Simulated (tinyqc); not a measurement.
Grain growth, pinning, strength and diffusional creep of a polycrystal or thin film: one step, computed by the program tinyqc. Command: `OMP_NUM_THREADS=1 python tinyqc.py 3018456 3018457 out.jsonl grain walk`. One thread of a shared host (Intel(R) Xeon(R) Processor @ 2.30GHz), about 0.01 s of CPU time with the checks.

One mean grain size d describes the structure.

Task: Yield stress. Hall-Petch term k_y/sqrt(d). Orowan term 3.06 x 0.4 G b ln(2 rbar/b)/(pi lambda sqrt(1 - nu)) with nu = 1/3, rbar = sqrt(2/3) r, lambda = rbar (sqrt(pi/f) - 2). The terms are added to sigma_0.

Inputs (values chosen for the exercise, modelled on tungsten):
```
quantity,value,unit
shear modulus G,153,GPa
Burgers vector b,2.741,angstrom
anneal temperature T,2792,K
particle volume fraction f,0.0032,-
particle radius r,6.2,nm
friction stress sigma_0,490,MPa
Hall-Petch slope k_y,0.79,MPa m^0.5
```

Sample: bulk.

grain size d = 981.9668 nm

Give: Hall-Petch term; Orowan term; yield stress.

Result:

Hall-Petch term = 797.22 MPa

Orowan term = 486.40 MPa

yield stress = 1773.6 MPa
